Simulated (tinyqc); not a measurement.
Worked calculation: Hueckel theory of the pi electrons with the omega technique, for the molecule O=Cc1ccc2c(c1)C=C2 (SMILES; centres numbered as the heavy atoms are written). Computed by tinyqc, a small Python program that keeps every step. Settings: charge = 0, omega = 0.6, damping = 0. Command: `OMP_NUM_THREADS=1 python tinyqc.py 30904 30905 out.jsonl` (the two numbers bound the seeds that draw the settings). One thread of a shared host (Intel(R) Xeon(R) Processor @ 2.60GHz), about 0.01 s of CPU time with the checks.

## The Hueckel matrix

Centres:
```
centre,"z_r, pi electrons of the neutral centre",h
1O,1,1.000000
2C,1,0.000000
3C,1,0.000000
4C,1,0.000000
5C,1,0.000000
6C,1,0.000000
7C,1,0.000000
8C,1,0.000000
9C,1,0.000000
10C,1,0.000000
```

Bonds:
```
i,j,k
1,2,1.000000
2,3,1
3,4,1
4,5,1
5,6,1
6,7,1
7,8,1
7,9,1
9,10,1
8,3,1
10,6,1
```

H_rr = alpha + h_r beta, H_rs = k_rs beta for bonded centres.

Hueckel matrix in units of beta (H = alpha + beta A), lower triangle:
```
,1O,2C,3C,4C,5C,6C,7C,8C,9C,10C
1O,1.000000
2C,1.000000,0.000000
3C,0.000000,1.000000,0.000000
4C,0.000000,0.000000,1.000000,0.000000
5C,0.000000,0.000000,0.000000,1.000000,0.000000
6C,0.000000,0.000000,0.000000,0.000000,1.000000,0.000000
7C,0.000000,0.000000,0.000000,0.000000,0.000000,1.000000,0.000000
8C,0.000000,0.000000,1.000000,0.000000,0.000000,0.000000,1.000000,0.000000
9C,0.000000,0.000000,0.000000,0.000000,0.000000,0.000000,1.000000,0.000000,0.000000
10C,0.000000,0.000000,0.000000,0.000000,0.000000,1.000000,0.000000,0.000000,1.000000,0.000000
```

## Orbitals, round 1

pi electrons, sum of z_r less the charge = 10

Diagonalise; E = alpha + x beta with beta < 0, so the largest x are filled first; degenerate levels share their electrons. P = sum n_i c_ri c_si; each orbital has its largest coefficient positive (the first on a tie).

x values: 2.398714  1.924271  1.338676  1.088417  0.313575  -0.157711  -0.630673  -1.147176  -1.740687  -2.387404

occupations: 2.000000  2.000000  2.000000  2.000000  2.000000  0.000000  0.000000  0.000000  0.000000  0.000000

coefficients:
```
,MO1,MO2,MO3,MO4,MO5,MO6,MO7,MO8,MO9,MO10
1O,0.134521,0.534899,0.574596,-0.287254,-0.236376,0.262327,-0.355194,-0.086320,0.151865,0.041785
2C,0.188156,0.494391,0.194602,-0.025398,0.162254,-0.303699,0.579205,0.185344,-0.416215,-0.141542
3C,0.316812,0.416444,-0.314088,0.259611,0.287255,-0.214430,-0.010096,-0.126302,0.572635,0.296134
4C,0.252312,0.199001,-0.489042,-0.226228,0.205372,0.421601,-0.119480,-0.423580,-0.362742,-0.247375
5C,0.288413,-0.033512,-0.340581,-0.505841,-0.222855,0.147939,0.085449,0.612223,0.058785,0.294450
6C,0.439507,-0.263487,0.033115,-0.324338,-0.275254,-0.444932,0.065590,-0.278748,0.260416,-0.455597
7C,0.449512,-0.208702,0.145386,0.321811,-0.374287,0.227691,0.296016,-0.313212,-0.193476,0.463236
8C,0.319473,0.107959,-0.126021,0.534191,-0.277551,-0.084084,-0.453358,0.383127,-0.217821,-0.318074
9C,0.319271,-0.246072,0.287531,0.140412,0.435437,0.493107,0.201078,0.254930,0.294187,-0.332262
10C,0.316327,-0.264806,0.239525,-0.168985,0.510830,-0.305460,-0.422831,0.020762,-0.318611,0.330006
```

charge and bond-order matrix P, lower triangle:
```
,1O,2C,3C,4C,5C,6C,7C,8C,9C,10C
1O,1.545523
2C,0.741041,0.689334
3C,-0.115149,0.488778,1.044719
4C,-0.248350,0.179517,0.633347,0.871563
5C,0.046317,-0.103781,-0.021897,0.602653,1.011679
6C,0.190885,-0.155098,-0.288313,0.118218,0.699432,0.889297
7C,0.056806,-0.118426,-0.028272,-0.297771,0.015500,0.512035,1.020817
8C,-0.119062,0.060719,0.489415,-0.028259,-0.153838,0.021861,0.757093,0.983987
9C,-0.133442,0.122913,0.139795,-0.102731,-0.331330,0.098567,0.237765,-0.013303,0.908961
10C,-0.067336,0.124778,0.035151,0.106236,-0.019664,0.261866,-0.026592,-0.379533,0.867466,1.034120
```

## Omega technique, round 1

h_r = h_r(0) + omega q_r, omega = 0.6, with q_r = z_r - P_rr.

matrix after round 1, lower triangle:
```
,1O,2C,3C,4C,5C,6C,7C,8C,9C,10C
1O,0.672686
2C,1.000000,0.186400
3C,0.000000,1.000000,-0.026831
4C,0.000000,0.000000,1.000000,0.077062
5C,0.000000,0.000000,0.000000,1.000000,-0.007007
6C,0.000000,0.000000,0.000000,0.000000,1.000000,0.066422
7C,0.000000,0.000000,0.000000,0.000000,0.000000,1.000000,-0.012490
8C,0.000000,0.000000,1.000000,0.000000,0.000000,0.000000,1.000000,0.009608
9C,0.000000,0.000000,0.000000,0.000000,0.000000,0.000000,1.000000,0.000000,0.054624
10C,0.000000,0.000000,0.000000,0.000000,0.000000,1.000000,0.000000,0.000000,1.000000,-0.020472
```

## Orbitals, round 2

As before.

x values: 2.417486  1.903253  1.277823  1.052922  0.310215  -0.139307  -0.620107  -1.124887  -1.710214  -2.367184

occupations: 2.000000  2.000000  2.000000  2.000000  2.000000  0.000000  0.000000  0.000000  0.000000  0.000000

coefficients:
```
,MO1,MO2,MO3,MO4,MO5,MO6,MO7,MO8,MO9,MO10
1O,0.107403,0.418095,-0.471621,-0.434068,-0.253028,0.344156,-0.427890,-0.089412,0.165273,0.044193
2C,0.187398,0.514494,-0.285395,-0.165048,0.091715,-0.279453,0.553173,0.160725,-0.393828,-0.134342
3C,0.310697,0.465216,0.160134,0.291050,0.264384,-0.253137,-0.018248,-0.121344,0.581668,0.298859
4C,0.257195,0.247889,0.525880,-0.081707,0.263068,0.383171,-0.113790,-0.416135,-0.358290,-0.242203
5C,0.291250,-0.012524,0.471322,-0.370784,-0.203049,0.170231,0.097579,0.621518,0.058696,0.293144
6C,0.448937,-0.271812,0.079688,-0.311299,-0.327480,-0.405693,0.053965,-0.278647,0.258318,-0.449669
7C,0.447420,-0.208583,-0.200165,0.294267,-0.344247,0.264342,0.288116,-0.319581,-0.191181,0.468586
8C,0.314849,0.135523,-0.031565,0.561017,-0.265673,-0.075247,-0.428556,0.388653,-0.227051,-0.322891
9C,0.323434,-0.263303,-0.306399,0.063797,0.482062,0.447417,0.199527,0.245494,0.293304,-0.330816
10C,0.316811,-0.278166,-0.174622,-0.230579,0.467458,-0.351110,-0.422744,0.030018,-0.326454,0.332587
```

charge and bond-order matrix P, lower triangle:
```
,1O,2C,3C,4C,5C,6C,7C,8C,9C,10C
1O,1.322408
2C,0.836538,0.833851
3C,-0.081761,0.456168,0.986421
4C,-0.295697,0.126529,0.650426,0.960057
5C,0.032165,-0.087604,-0.002922,0.593084,0.971674
6C,0.229955,-0.114229,-0.302782,0.058555,0.707269,0.971853
7C,0.029242,-0.092969,0.009111,-0.312996,-0.001259,0.525475,0.977714
8C,-0.141866,0.041550,0.497719,-0.035512,-0.157893,0.028708,0.750932,1.007630
9C,-0.161022,0.092541,0.149900,-0.043221,-0.336904,0.029258,0.227574,-0.032919,1.008546
10C,-0.036222,0.094041,-0.004919,0.125022,0.008059,0.245235,0.011898,-0.371977,0.879695,0.959845
```

## Omega technique, round 2

As before.

matrix after round 2, lower triangle:
```
,1O,2C,3C,4C,5C,6C,7C,8C,9C,10C
1O,0.806555
2C,1.000000,0.099690
3C,0.000000,1.000000,0.008148
4C,0.000000,0.000000,1.000000,0.023966
5C,0.000000,0.000000,0.000000,1.000000,0.016995
6C,0.000000,0.000000,0.000000,0.000000,1.000000,0.016888
7C,0.000000,0.000000,0.000000,0.000000,0.000000,1.000000,0.013371
8C,0.000000,0.000000,1.000000,0.000000,0.000000,0.000000,1.000000,-0.004578
9C,0.000000,0.000000,0.000000,0.000000,0.000000,0.000000,1.000000,0.000000,-0.005127
10C,0.000000,0.000000,0.000000,0.000000,0.000000,1.000000,0.000000,0.000000,1.000000,0.024093
```

## Convergence

Each round sets h_r = h_r(0) + omega (z_r - P_rr), keeping the share named as damping of the old diagonal; repeat until output and input diagonals agree to 1e-6.

Rounds:
```
round,sum n x,largest |h(out) - h(in)|
1,14.127303,3.27e-01
2,13.923398,1.34e-01
3,14.002362,6.96e-02
4,13.955745,6.47e-02
5,13.982986,6.36e-02
6,13.963098,6.13e-02
7,13.978354,5.88e-02
8,13.964841,5.60e-02
9,13.976638,5.33e-02
10,13.965406,5.06e-02
11,13.975625,4.81e-02
12,13.965724,4.56e-02
13,13.974850,4.34e-02
14,13.965985,4.11e-02
15,13.974199,3.91e-02
16,13.966229,3.71e-02
17,13.973638,3.52e-02
18,13.966461,3.35e-02
19,13.973149,3.18e-02
20,13.966683,3.02e-02
21,13.972720,2.87e-02
22,13.966892,2.72e-02
23,13.972344,2.59e-02
24,13.967089,2.46e-02
25,13.972013,2.34e-02
26,13.967273,2.22e-02
27,13.971721,2.11e-02
28,13.967444,2.00e-02
29,13.971462,1.91e-02
30,13.967603,1.81e-02
31,13.971233,1.72e-02
32,13.967751,1.63e-02
33,13.971030,1.55e-02
34,13.967887,1.48e-02
35,13.970849,1.40e-02
36,13.968012,1.33e-02
37,13.970688,1.27e-02
38,13.968126,1.20e-02
39,13.970545,1.14e-02
40,13.968232,1.09e-02
```

Not converged within 40 rounds: the residual falls steadily but slowly, by a factor of about 0.95 a step. Reruns: damping 0.5: converged in 14; damping 0.8: not converged.
